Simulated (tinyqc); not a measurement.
Worked calculation: Debye-Callaway model of lattice thermal conductivity. Computed by tinyqc, a small Python program that keeps every step. Command: `OMP_NUM_THREADS=1 python tinyqc.py 3007207 3007208 out.jsonl callaway walk`. One thread of a shared host (Intel(R) Xeon(R) Processor @ 2.30GHz), about 0.01 s of CPU time with the checks. Intermediate numbers are printed to about 6 digits and carried at full precision; extremes and crossings named in words are read from the listed rows.

Three acoustic branches with one velocity v, cut at omega_D = k_B Theta/hbar; x = hbar omega/(k_B T). v and Theta are separate inputs: Theta cuts off the heat-carrying modes, so C need not reach 3 k_B/V. gamma is an effective value that sets the umklapp rate. Heat flows along the film.

Inputs (values chosen for the exercise, for a model crystal):
```
quantity                                value        unit
sound velocity v                         8170         m/s
Debye temperature Theta                   561           K
volume per atom V                        30.4  angstrom^3
mean atomic mass M                       40.1           u
effective Grueneisen parameter gamma     1.69           -
umklapp exponent divisor b                2.5           -
mass variance Gamma                   8.3e-05           -
film thickness t                          1.9  micrometre
specularity p                             0.2           -
normal-process factor f_N                0.76           -
temperature T                             150           K
probe frequency omega/omega_D            0.88           -
```

Sample: film. Point defects: isotopes. Normal processes: included.

Constants: k_B = 1.380649e-23 J/K; hbar = 1.054571817e-34 J s; u = 1.6605390666e-27 kg.

## Mass-fluctuation parameter

Gamma is given directly by the isotope mixture. A = V Gamma/(4 pi v^3).

Gamma = 8.30e-05

Rayleigh coefficient A = 3.68193e-46 s^3

## Scattering rates at one frequency

Rates: point defects A omega^4; umklapp B omega^2 T exp(-Theta/(b T)) with B = hbar gamma^2/(M v^2 Theta); normal processes f_N B omega^2 T (T/Theta)^2. Film: the bulk time tau of each mode, from the resistive rates above, is multiplied by the Fuchs-Sondheimer factor F = (3/2) int_0^1 (1 - u^2) [1 - (1 - p) (u/d) (1 - E)/(1 - p E)] du, with E = exp(-d/u), d = t/(v tau), by 48 Gauss-Legendre points in z with u = z^4; the boundary rate is defined as 1/(F tau) - 1/tau. The resistive time is tau_R = 1/(boundary + point-defect + umklapp rates), and the free path is v tau_R.

omega = 6.46328e+13 rad/s

Rates:
```
process         rate (1/s)  rate x tau_R
boundaries     1.36486e+09     0.0551532
point defects  6.42519e+09      0.259638
umklapp        1.69567e+10      0.685209
normal         4.11260e+09      0.166187
```

tau_R = 4.04093e-11 s

free path = 330.144 nm

The strongest resistive process at this frequency: umklapp, 69 % of the resistive rate.

## The integrand on a coarse grid

x runs in ten equal steps to min(Theta/T, 12); g = x^4 e^x/(e^x - 1)^2; tau_C is the inverse of all rates summed; the last column is c tau_C g with c = (k_B/(2 pi^2 v)) (k_B T/hbar)^3.

Integrand:
```
x            g    tau_C (s)  c tau_C g (W/(m K))
0.374  0.13826  7.37962e-10               66.153
0.748  0.53413  4.05074e-10              140.284
1.122  1.13473  2.48663e-10              182.950
1.496  1.86348  1.62760e-10              196.653
1.870  2.63404  1.11495e-10              190.416
2.244  3.36428  7.91016e-11              172.546
2.618  3.98738  5.77283e-11              149.246
2.992  4.45822  4.31288e-11              124.668
3.366  4.75490  3.28645e-11              101.320
3.740  4.87648  2.54683e-11               80.526
```

Among these rows the integrand is largest at x = 1.50.

## Thermal conductivity

kappa_1 = c int tau_C g dx, g = x^4 e^x/(e^x - 1)^2, c = (k_B/(2 pi^2 v)) (k_B T/hbar)^3, over 0 < x < min(Theta/T, 40), by 96 Gauss-Legendre points in s with x = x_max s^2; 1/tau_C = 1/tau_R + 1/tau_N; kappa_2 = c [int (tau_C/tau_N) g dx]^2 / int (tau_C/(tau_N tau_R)) g dx; kappa = kappa_1 + kappa_2. Heat capacity C = 3 c int g dx / v^2; grey free path 3 kappa/(C v); the median free path v tau_C halves kappa_1 when the quadrature points are ordered by free path (each counted at half its weight, interpolated in the logarithm); likewise at 10 % and 90 %.

kappa_1 = 511.480 W/(m K)

kappa_2 = 51.9271 W/(m K)

kappa = 563.407 W/(m K)

heat capacity C = 275787 J/(m^3 K)

grey free path = 750.150 nm

median free path = 911.005 nm

free path at 10 % of kappa_1 = 301.327 nm

free path at 90 % of kappa_1 = 3265.85 nm

The median free path is 1.2 times the grey one. The middle 80 % of kappa_1 spans a factor 11 in free path. The Callaway term kappa_2 is 9.2 % of the total.

## Leaving out one process at a time

The formulas are those given above.

Conductivity at T:
```
case                   kappa (W/(m K))  ratio to all
all processes                  563.407             1
without point defects          644.551       1.14402
without boundaries             902.284       1.60148
```

Removing boundaries raises kappa most, by a factor 1.60; removing point defects gives only 1.14.

## Conductivity against temperature

The formulas are those given above.

Kappa (W/(m K)):
```
T (K)  all processes  without point defects
34           226.252                389.116
56           528.231                800.542
95           730.654                953.067
170          493.613                550.606
280          258.290                271.293
450          130.540                133.962
730          64.7647                65.7643
```

kappa peaks among these rows at 95 K (T/Theta = 0.169) with 731 W/(m K). The exponent d ln kappa/d ln T is 1.70 at the cold end and -1.45 at the hot end. The normal rate is taken to grow as T^3 at all T, which overstates it above Theta. Point defects cost most at 34 K, a factor 1.72.

Checks made by the program: heat capacity against the Debye function (relative difference below 1e-10).
